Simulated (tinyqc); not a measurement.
# Single-domain magnet: Stoner-Wohlfarth switching, Neel-Arrhenius retention, LLG dynamics and spin torque, step by step

A worked calculation. Computed by tinyqc, a small Python program that keeps every step. Command: `OMP_NUM_THREADS=1 python tinyqc.py 3014812 3014813 out.jsonl macro walk`. One thread of a shared host (Intel(R) Xeon(R) Processor @ 2.30GHz), about 0.01 s of CPU time with the checks. Intermediate numbers are printed to about 5 digits and carried at full precision; extremes and crossings named in words are read from the listed rows.

The moment is uniform, with unit vector m; z is the easy axis. mu_0 = 1.25663706212e-6 T m/A, gamma = 1.76085963023e11 rad/(s T).

Inputs (values chosen for the exercise, for a model magnet):
```
quantity                               value     unit
saturation magnetisation M_s            1320     kA/m
diameter d                                38       nm
thickness t                              1.7       nm
interface anisotropy K_i                 2.2   mJ/m^2
bulk anisotropy K_u                        0   kJ/m^3
exchange stiffness A                      20     pJ/m
temperature T                            300        K
attempt frequency f0                      10      GHz
field angle psi from the easy axis        65  degrees
reversing field h = H/H_K                0.3        -
waiting time t_w                    3.15e+08        s
damping alpha                          0.086        -
spin-torque efficiency eta              0.66        -
drive I/I_c0                             3.5        -
time step times gamma mu_0 H_K           0.2        -
```

Shape: thin disc, easy axis normal to it.

Constants: k_B = 1.380649e-23 J/K; e = 1.602176634e-19 C; hbar = 1.054571817e-34 J s.

## Effective anisotropy

The disc is treated as an oblate spheroid with p = t/d: N_z = [1 - p arccos(p)/sqrt(1 - p^2)]/(1 - p^2); V = pi d^2 t/4; K_eff = K_u + K_i/t + K_shape, K_shape = -(mu_0 M_s^2/4)(3 N_z - 1); mu_0 H_K = 2 K_eff/M_s.

demagnetising factor N_z = 0.93353

volume V = 1928.0 nm^3

K_shape = -985.63 kJ/m^3

K_eff = 308.49 kJ/m^3

anisotropy field mu_0 H_K = 0.46741 T

Shape works against the easy axis and takes 76 % of the other terms. Caution: a flat cylinder has a smaller N_z than the spheroid of the same t/d, so K_eff of a real disc is larger.

## Retention at zero field

Delta = K_eff V/(k_B T); tau = exp(Delta)/f0; probability of a flip within t_w: P = 1 - exp(-t_w/tau). Wall width parameter sqrt(A/K_eff); a two-domain state costs 4 sqrt(A K_eff) times the cross-section that the wall cuts (d t).

stability factor Delta = 143.60

log10 of tau in s = 52.363

probability of a flip = 1.3647e-44

wall parameter = 8.0518 nm

barrier of the wall path / k_B T = 154.96

Ten years (3.15e8 s) need Delta > 42.6 for tau alone; this element has 143.6. Coherent rotation is the cheaper path.

## Barrier in a tilted field

Energy over K_eff V: e(theta) = sin^2(theta) + 2 h cos(theta - psi) for m at the angle theta from +z and a field that points at psi from -z (it pulls m away from +z towards negative theta); h_sw = (cos^(2/3) psi + sin^(2/3) psi)^(-3/2). The metastable minimum and the saddle are the two roots of e'(theta) = sin(2 theta) - 2 h sin(theta - psi) on either side of theta_c = -arctan(tan^(1/3) psi).

switching field h_sw = 0.54450

minimum theta = -18.288 degrees

saddle theta = -79.912 degrees

barrier / (K_eff V) = 0.30976

barrier / (k_B T) = 44.481

The form (1 - h/h_sw)^n reproduces this barrier with n = 1.464; n is 2 for a field on the axis, and the approach to h_sw has the exponent 3/2 off the axis.

## Switching field against angle and time

Switching field at T: the h at which the exact barrier equals ln(f0 t_w/ln 2) k_B T (0 if the zero-field barrier is lower). Sharrock form: h_sw [1 - (ln(f0 t_w/ln 2)/Delta)^(1/n)], n = 0.86 + 1.14 h_sw.

Fields over H_K:
```
psi (degrees)  h_sw at T = 0  thermal, exact barrier  thermal, Sharrock form
1                    0.90707                 0.44073                 0.42740
10                   0.67381                 0.36484                 0.35270
20                   0.57365                 0.31978                 0.31514
30                   0.52402                 0.29556                 0.29507
45                   0.50000                 0.28345                 0.28498
60                   0.52402                 0.29556                 0.29507
75                   0.61466                 0.33891                 0.33097
89                   0.90707                 0.44073                 0.42740
```

At T = 0 the field is least at 45 degrees, H_K/2, and symmetric about it. Thermal help lowers it to 49 % at 1 degree and 57 % at 45 degrees; the Sharrock form misses the exact barrier by at most about 0.013 H_K, at psi = 1 (and its mirror angle).

## Spin-transfer switching

For axial symmetry and a polariser along z: I_c0 = (4 e alpha/(hbar eta)) K_eff V; relaxation time tau_D = (1 + alpha^2)/(alpha gamma mu_0 H_K); thermal start angle theta_0 = 1/sqrt(2 Delta); switching time about tau_D ln(pi/(2 theta_0))/(I/I_c0 - 1); precession frequency gamma mu_0 H_K/(2 pi (1 + alpha^2)).

critical current I_c0 = 470.98 microampere

Delta/I_c0 = 0.30489 1/microampere

tau_D = 0.14232 ns

switching time, estimate = 0.18682 ns

precession frequency = 13.003 GHz

## One LLG step

In the time s = gamma mu_0 H_K t: (1 + alpha^2) dm/ds = -m x b - alpha m x (m x b) + a [m x (m x z) - alpha m x z], b = m_z z, a = alpha I/I_c0; Heun steps (Euler predictor, mean of the two slopes) without renormalising; start m = (sin theta_0, 0, cos theta_0), theta_0 = 1/sqrt(2 Delta).

m at the start: 0.05897  0.00000  0.99826

first slope: 0.012573  0.059955  -0.000743

predictor: 0.06149  0.01199  0.99811

second slope: 0.000920  0.065058  -0.000838

m after the step: 0.06032  0.01250  0.99810

## Exact time to the equator

The polar equation dm_z/dt = -(1 - m_z^2)(i - m_z)/tau_D, i = I/I_c0, integrates to t = tau_D [F(cos theta_0) - F(0)], F(z) = -ln(1 - z)/(2 (i - 1)) + ln(1 + z)/(2 (i + 1)) + ln(i - z)/(i^2 - 1), theta_0 = 1/sqrt(2 Delta).

time to m_z = 0 = 0.18755 ns

The linear estimate is 1.00 times this.

## The trajectory

Run until m_z <= 0 (time by linear interpolation), |m|^2 leaves 1 by more than 1, or three exact times have passed; the run counts as sound if the time is within 3 % of the exact one.

Every few steps:
```
step   t (ns)       m_x       m_y       m_z     |m|
0     0.00000   0.05897   0.00000   0.99826  1.0000
7     0.01701   0.01126   0.07924   0.99680  1.0000
14    0.03402  -0.10420   0.03055   0.99411  1.0000
21    0.05103  -0.06196  -0.13352   0.98915  1.0000
28    0.06804   0.16522  -0.11142   0.98004  1.0001
35    0.08505   0.18729   0.19321   0.96329  1.0002
42    0.10206  -0.20181   0.30008   0.93263  1.0003
49    0.11907  -0.45658  -0.15340   0.87690  1.0005
56    0.13608  -0.03165  -0.62983   0.77700  1.0007
63    0.15309   0.65362  -0.45885   0.60336  1.0009
70    0.17010   0.94464   0.07800   0.32184  1.0010
76    0.18468   0.95442   0.30195  -0.00968  1.0011
```

time to m_z = 0 by the steps = 0.18428 ns

largest drift of |m| = 0.0010933

The steps give 0.9826 of the exact time, with |m| kept to 0.0011.

Checks made by the program: the barrier at psi -> 0 against (1 - h)^2 (relative difference 1e-07); the closed form against quadrature (relative difference below 1e-10).
